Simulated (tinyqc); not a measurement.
CMOS latch-up, two-transistor model: two steps of the calculation.

A parasitic pnp (emitter at Vdd, base shunted by Rw) and npn (emitter at ground, base shunted by Rs) feed each other: the npn collector current flows out of the pnp base node, the pnp collector current into the npn base node. Forward-active transistors with constant gains: Icn = Isn exp(Vn/Vt), Icp = Isp (exp(Vp/Vt) - 1). A current Ii is injected into the npn base node.

Inputs (values chosen for the exercise); values close to those of bulk CMOS:
```
symbol    value  unit                                meaning
T           293     K                            temperature
bn         20.6                      current gain of the npn
bp          3.3                      current gain of the pnp
Isn     2.5e-15     A     saturation current of the npn at T
Isp     2.7e-15     A     saturation current of the pnp at T
Rs           98   ohm  substrate resistance shunting the npn
Rw         1000   ohm       well resistance shunting the pnp
Ii         6.07    mA    current injected into the substrate
```

Constants: q = 1.602176634e-19 C, kB = 1.380649e-23 J/K, Vt = kB T/q. Results are converted to the units shown.

Problem 1. The off branch. Node equations: Vp/Rw + Icp/bp = Icn and Vn/Rs + Icn/bn = Icp + Ii. Loop gain G = gn gp/[(1/Rw + gp/bp)(1/Rs + gn/bn)], gn = Icn/Vt, gp = (Icp + Isp)/Vt; the off state ends where G = 1, and Ii there is the trigger current. For each Vn: Icn, then Vp from the first equation, then Ii from the second.

Vn, point 0 to 7 (V): 0.46  0.54  0.59  0.62  0.64  0.66  0.675  0.69

Wanted: Icn; Vp; Icp; Ii; G.

Solution 1.

```
point	Icn (mA)	Vp (V)	Icp (mA)	Ii (mA)	G
0	2.0428e-4	2.0428e-4	2.1933e-14	4.6939	8.5472e-14
1	0.0048559	0.0048559	5.7256e-13	5.5104	2.4406e-12
2	0.035180	0.035180	8.1764e-12	6.0221	5.8433e-11
3	0.11543	0.11543	2.5841e-10	6.3321	4.5346e-9
4	0.25488	0.25488	6.5369e-8	6.5430	2.4439e-6
5	0.56278	0.55936	0.011291	6.7507	0.77778
6	1.0194	0.67575	1.1341	5.8031	10.204
7	1.8465	0.70604	3.7637	3.3668	17.167
```

Ii peaks at 6.751 mA, at Vn = 0.6604 V where G = 1; beyond it the loop feeds itself.

Problem 2. Response to the injected current, once round the loop per iteration. Icn = Isn exp(Vn/Vt); Vp solves Vp/Rw + Icp/bp = Icn; Vn(new) solves Vn/Rs + (Isn/bn) exp(Vn/Vt) = Icp + Ii.

Vn at the start = 0.51 V

Give: Icn; Vp; Icp; Vn after iteration 1.

Solution 2.

Icn = 0.0014800 mA
Vp = 0.0014800 V
Icp = 1.6299e-13 mA
Vn after iteration 1 = 0.59466 V

Numbers from tinyqc (`OMP_NUM_THREADS=1 python tinyqc.py 2670147 2670148 out.jsonl`; about 0.06 s on one thread of a shared Intel Xeon 2.30GHz).
